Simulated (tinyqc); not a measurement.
Trapped share and trap depth from dynamic on-resistance.

Question. Traps remove the share ft of the electrons in the drain access (length Ld, sheet resistance Rsh before stress), so Ron grows by Rsh Ld ft/(1 - ft). The recovery time goes as T^(-2) exp(q Ea/(kB T)). Find ft and Ea.

Inputs (values chosen for the exercise):
```
symbol,value,unit,meaning
Ld,4,um,drain access length
```

Constants: q = 1.602176634e-19 C, kB = 1.380649e-23 J/K. Results are converted to the units shown.

Ron before and just after an off-state stress (ohm mm): 2.0040170  2.9628857
Rsh = 270.31937 ohm
recovery times at 340 and 370 K (s): 0.0073  0.0020376767

Answer. The rise of Ron over Rsh Ld is ft/(1 - ft); ln(t T^2) is linear in 1/T.

ft = 0.4700
Ea = 0.4000 eV

Program tinyqc, `OMP_NUM_THREADS=1 python tinyqc.py 2570052 2570053 out.jsonl`; Intel Xeon 2.30GHz, shared host, one thread, about 0.01 s.
